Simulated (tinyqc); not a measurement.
Two-step dopant diffusion (predeposition and drive-in) with a constant diffusivity: one step, computed by the program tinyqc. Command: `OMP_NUM_THREADS=1 python tinyqc.py 3016410 3016411 out.jsonl dopdiff walk`. One thread of a shared host (Intel(R) Xeon(R) Processor @ 2.30GHz), about 0.08 s of CPU time with the checks.

Fick diffusion into a half space x > 0 whose background doping C_B is of the opposite type, so that a junction lies where C = C_B.

Task: Drive-in as a Gaussian. With a sealed surface and a thin source, C = Q/sqrt(pi (Dt)2) exp(-x^2/(4 (Dt)2)); x_j = 2 sqrt((Dt)2 ln(C(0)/C_B)); gradient at the junction |dC/dx| = C_B x_j/(2 (Dt)2).

Inputs (values chosen for the exercise, modelled on antimony in silicon):

| quantity | value | unit |
|---|---|---|
| surface concentration C_s | 2.6e+19 | 1/cm^3 |
| background doping C_B | 1.3e+17 | 1/cm^3 |
| predeposition temperature T1 | 950 | C |
| drive-in temperature T2 | 1150 | C |
| stand-by temperature | 800 | C |

dose Q = 2.346195e+13 1/cm^2

drive-in budget (Dt)2 = 7.432221e-10 cm^2

Give: surface concentration C(0) (Gaussian); junction depth x_j; gradient at the junction.

Result:

surface concentration C(0) (Gaussian) = 4.8555e+17 1/cm^3

junction depth x_j = 0.62590 um

gradient at the junction = 5.4739e+21 1/cm^4

Caution: C_s exceeds the intrinsic carrier density of silicon at the predeposition temperature (2e18 to 1e19 per cm^3), where real diffusivities rise with concentration and profiles turn box-like.
